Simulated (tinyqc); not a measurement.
## Saturation velocity and mobility from two gate lengths

Question. Isat = Cox vsat Vg (x - 1)/(x + 1) per width, x = sqrt(1 + 2 mu Vg/(m vsat L)), with no series resistance and the same overdrive Vg and mu at both lengths. Find vsat and mu.

Values chosen for this exercise:
```
symbol  value     unit           meaning
Cox      0.86  uF/cm^2  gate capacitance
m        1.27                body factor
```

Vg = 0.8 V
Isat at L = 0.05 and 0.15 um (uA/um): 339.62815  214.09057

Answer. The ratio of the currents depends on c = 2 mu Vg/(m vsat) alone and falls steadily from L2/L1 to 1 as c grows, so it fixes c; either current then gives vsat.

vsat = 9.80e6 cm/s
mu = 318 cm^2/(V s)

Program tinyqc, `OMP_NUM_THREADS=1 python tinyqc.py 2500027 2500028 out.jsonl`; Intel Xeon 2.30GHz, shared host, one thread, about 0.01 s.
